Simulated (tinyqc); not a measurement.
What each parameter does: strain-driven crossing of the Gamma and L valleys in a germanium-like crystal.

Biaxial loads: e0 is the in-plane strain e_par and the normal is free. (001): e_perp = -2 (C12/C11) e_par; exx = eyy = e_par, ezz = e_perp, no shear. (111): e_perp = -(2 C11 + 4 C12 - 4 C44)/(C11 + 2 C12 + 4 C44) e_par; exx = eyy = ezz = (2 e_par + e_perp)/3 and exy = eyz = ezx = (e_perp - e_par)/3. (110): e_perp = -(C11 + 3 C12 - 2 C44)/(C11 + C12 + 2 C44) e_par; exx = eyy = (e_par + e_perp)/2, ezz = e_par, exy = (e_perp - e_par)/2, eyz = ezx = 0. Uniaxial loads: a stress along n, scaled so that n.e.n = e0, with exx = s11 sxx + s12 (syy + szz), exy = s44 sxy/2, s11 = (C11 + C12)/((C11 - C12)(C11 + 2 C12)), s12 = -C12/((C11 - C12)(C11 + 2 C12)), s44 = 1/C44.

Edges from the unstrained valence top: Gamma at Eg + ac tr(e); an L valley with unit axis u at EgL + aL tr(e) + XuL (u.e.u - tr(e)/3), u along [111], [1-1-1], [-11-1], [-1-11]; valence edges are the levels of the 6 x 6 matrix of X, Y, Z times spin with -Dso/3 + l exx + m (eyy + ezz) on the diagonal (cyclic), n exy off it, l = av + 2 b, m = av - b, n = sqrt(3) d. Spin-orbit term (Dso/3) L.sigma on X, Y, Z with (L_k)_ij = -i epsilon_kij: <X+|H|Y+> = -i Dso/3, <X+|H|Z-> = Dso/3, <Y+|H|Z-> = -i Dso/3, <Z+|H|X-> = -Dso/3, <Z+|H|Y-> = i Dso/3, <X-|H|Y-> = i Dso/3, and their conjugates; + and - are the spin along z.

Values chosen for the exercise (near those of Ge, gaps at low temperature; the results hold for these values, not for the real material):
- Eg = 0.884 eV (gap at Gamma to the s-like level)
- EgL = 0.733 eV (gap to L)
- Dso = 0.286 eV (spin-orbit splitting)
- ac = -8.29 eV (conduction deformation potential)
- av = 1.22 eV (valence hydrostatic potential)
- b = -2.56 eV (tetragonal shear potential)
- d = -5.33 eV (trigonal shear potential)
- aL = -1.76 eV (hydrostatic potential of the L edge, Xd + Xu/3)
- XuL = 16.56 eV (uniaxial potential, L)
- C11 = 130.4 GPa
- C12 = 49.1 GPa
- C44 = 65.7 GPa
- load = uniaxial [100] (kind of strain)
- e0 = 0.0349 (size of the strain)

Direct gap, Gamma minus the lowest L edge and the valence splitting. Each row changes one parameter from the base and keeps the others.

Results:

| case | direct gap (eV) | Gamma - L (meV) | valence splitting (meV) |
|---|---|---|---|
| base | 0.6199 | 47.8 | 131.2 |
| b = -2.176 eV | 0.6370 | 47.8 | 121.7 |
| aL = -1.496 eV | 0.6199 | 43.6 | 131.2 |
| C12 = 56.465 GPa | 0.6363 | 60.8 | 132.4 |
| av = 1.037 eV | 0.6228 | 47.8 | 131.2 |
| d = -6.1295 eV | 0.6199 | 47.8 | 131.2 |
| ac = -7.0465 eV | 0.6395 | 67.4 | 131.2 |
| e0 = 0.02967 | 0.6595 | 63.2 | 121.8 |

The largest shifts from the base row, up to three for each result and ties (the steps differ in size, so this ranks the rows, not the parameters). direct gap (eV): e0 +0.0396, ac +0.0197, b +0.0171; unchanged at the printed digits by aL and d. Gamma - L (meV): ac +19.7, e0 +15.5, C12 +13.1; unchanged at the printed digits by b, av and d. valence splitting (meV): b -9.4, e0 -9.4, C12 +1.2; unchanged at the printed digits by aL, av, d and ac.

Computed by tinyqc, a small Python program: `OMP_NUM_THREADS=1 python tinyqc.py 1080033 1080034 out.jsonl` (the numbers bound the seed that draws the inputs); one thread of a shared host (Intel(R) Xeon(R) Processor @ 2.30GHz), about 0.01 s for the whole set of steps.
